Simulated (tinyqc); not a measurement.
Gate length: charge control and current of a heterostructure field-effect transistor. Computed by tinyqc, a small Python program. Command: `OMP_NUM_THREADS=1 python tinyqc.py 3016846 3016847 out.jsonl hemt walk`. One thread of a shared host (Intel(R) Xeon(R) Processor @ 2.30GHz), about 0.01 s of CPU time with the checks.

Two subbands in a triangular well; E_F is counted from the conduction band edge of the channel at the interface.

Inputs (values chosen for the exercise, modelled on AlGaAs/GaAs):
```
quantity,value,unit
channel mass m,0.065,m_0
permittivity eps (barrier and channel),12.8,-
barrier thickness d,28,nm
Schottky barrier phi_B,1,eV
conduction band offset dE_c,0.24,eV
delta-doping density N_d,3.5e+12,1/cm^2
gate voltage V_G,0,V
mobility mu,8200,cm^2/(V s)
saturation velocity v_s,1.4,1e7 cm/s
gate length L,73,nm
source resistance R_S,0.59,ohm mm
temperature T,300,K
mixing,0.3,-
iteration cap,200,-
spacer between delta layer and channel,4.2,nm
```

Charge source: delta doping. Velocity law: two-piece.

Constants: e = 1.602176634e-19 C; eps_0 = 8.8541878128e-12 F/m; k_B = 8.617333262e-05 eV/K; hbar = 1.054571817e-34 J s; m_0 = 9.1093837015e-31 kg; k_B = 1.380649e-23 J/K.

Method:
- Threshold V_T = phi_B - dE_c - e N_d (d - spacer)/(eps eps_0) (in volts); C_b = eps eps_0/d.
- Charge control: n_s = C_b (V_G - V_T - E_F/e)/e. Well: mean field F = e n_s/(2 eps eps_0), E_i = (hbar^2/2m)^(1/3) [(3 pi e F/2)(i + 3/4)]^(2/3), i = 0, 1; n_s = D k_B T sum_i ln(1 + exp((E_F - E_i)/k_B T)), D = m/(pi hbar^2), which is solved in closed form for E_F.
- Iteration from n_s = C_b (V_G - V_T)/(2e): E_F from n_s, n_out from the charge control, n_new = n_s + mixing (n_out - n_s), kept above n_s/10; stop when |n_out/n_s - 1| < 1e-9.
- C_g = e dn_s/dV_G = 1/(1/C_b + 1/C_q), 1/C_q = d(E_F/e)/d(e n_s) by a central difference of +/- 0.1 % in n_s; added distance dd = eps eps_0/C_q.
- With V = e n_s/C_g and V_c = v_s L/mu: for v = mu F up to v_s, I/W = C_g v_s V_c (sqrt(1 + (V/V_c)^2) - 1) and V_Dsat = V + V_c - sqrt(V^2 + V_c^2); g_m = dI/dV; extrinsic g_m/(1 + g_m R_S); f_T = g_m/(2 pi C_g L).

sheet density n_s = 8.57247e+11 1/cm^2

gate capacitance C_g = 0.320740 microfarad/cm^2

V = 0.428216 V

Scaling; the last columns are v_s/(2 pi L) and mu V/(2 pi L^2):
```
L (nm),I/W (mA/mm),g_m (mS/mm),extrinsic g_m (mS/mm),f_T (GHz),velocity limit (GHz),mobility limit (GHz)
30,190.00,449.00,354.97,7.4267e+02,742.72,6.2095e+04
60,187.74,448.91,354.91,3.7126e+02,371.36,1.5524e+04
120,183.30,448.52,354.67,1.8547e+02,185.68,3.8809e+03
250,174.07,446.82,353.60,8.8687e+01,89.13,8.9416e+02
500,157.74,440.37,349.55,4.3703e+01,44.56,2.2354e+02
1000,130.34,417.11,334.73,2.0697e+01,22.28,5.5885e+01
2000,92.60,351.08,290.84,8.7105e+00,11.14,1.3971e+01
5000,45.52,201.34,179.96,1.9981e+00,4.46,2.2354e+00
```

What does the comparison show, and why?

f_T scales as L^-1.00 at the short end and L^-1.61 at the long end; the two limits cross at L = mu V/v_s = 2510 nm. g_m tends to C_g v_s = 449 mS/mm, and R_S cuts it by 21 % at the shortest gate. Fringe capacitances and short-channel effects, left out, lower f_T once L is below about ten barrier thicknesses.

Extremes, crossings and ranges named in words are read from the listed rows.
